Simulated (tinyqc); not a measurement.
Cahn-Hilliard equation on a periodic one-dimensional grid. Changing the mean composition c0. Computed by tinyqc, a small Python program. Command: `OMP_NUM_THREADS=1 python tinyqc.py 3028992 3028993 out.jsonl cahn sweep`. One thread of a shared host (Intel(R) Xeon(R) Processor @ 2.30GHz), about 0.9 s of CPU time with the checks.

Free energy F = h sum_j [A (c_j^2 - 1)^2/4 + (kappa/2) ((c_(j+1) - c_j)/h)^2]; dc/dt = Lap(mu), mu = A (c^3 - c) - kappa Lap(c), Lap(y)_j = (y_(j+1) - 2 y_j + y_(j-1))/h^2, mobility 1; the grid has n = 16 points.

Inputs (values chosen for the exercise, in reduced units):

| quantity | value | unit |
|---|---|---|
| spacing h | 1.1 | - |
| well depth A | 1.4 | - |
| gradient coefficient kappa | 0.96 | - |
| noise amplitude | 0.02 | - |
| time step dt | 0.069 | - |
| end time | 150 | - |

Scheme: explicit Euler.

random numbers: 0.607  -0.822  0.808  0.996  -0.719  0.344  -0.211  0.835  0.406  0.745  0.648  -0.642  0.255  -0.680  -0.781  0.047

Method:
- f'' = A (3 c0^2 - 1). Mode m has lambda_m = (4/h^2) sin^2(pi m/n) and the rate w_m = -lambda_m (f'' + kappa lambda_m). In the continuum the fastest wavelength is 2 pi sqrt(2 kappa/|f''|) with the rate f''^2/(4 kappa). Explicit steps near c = +-1, where f'' = 2A, are stable for dt < 2/(16 kappa/h^4 + 8 A/h^2).
- Start: c_j = c0 + amplitude x (z_j - mean of z).
- c(new) = c + dt Lap(mu).
- Run to the end time; break off if |c| exceeds 3 or F has risen by more than 1e-9 in more than 30 steps. Domains = stretches with c > c0.

One run for each value:

| mean composition c0 | fastest wavelength | largest rate | F at the end | f'' |
|---|---|---|---|---|
| -0.36 | 9.412 | 0.1907 | 2.085 | -0.85568 |
| -0.24 | 8.090 | 0.3493 | 4.080 | -1.15808 |
| -0.12 | 7.522 | 0.4673 | 4.097 | -1.33952 |
| 0.00 | 7.358 | 0.5104 | 4.136 | -1.40000 |
| 0.12 | 7.522 | 0.4673 | 4.095 | -1.33952 |
| 0.24 | 8.090 | 0.3493 | 4.080 | -1.15808 |
| 0.36 | 9.412 | 0.1907 | 2.085 | -0.85568 |

Over the rows, fastest wavelength goes from 9.41 through a minimum among these rows, 7.36 at 0, to 9.41; largest rate goes from 0.191 through a maximum among these rows, 0.510 at 0, to 0.191; F at the end goes from 2.09 through a maximum among these rows, 4.14 at 0, to 2.09. The spinodal lies at |c0| = 1/sqrt(3) = 0.577, where the wavelength diverges and the rate vanishes. Left out: -0.480, 0.480 (no mode grows enough within the run).

Extremes, crossings and ranges named in words are read from the listed rows.
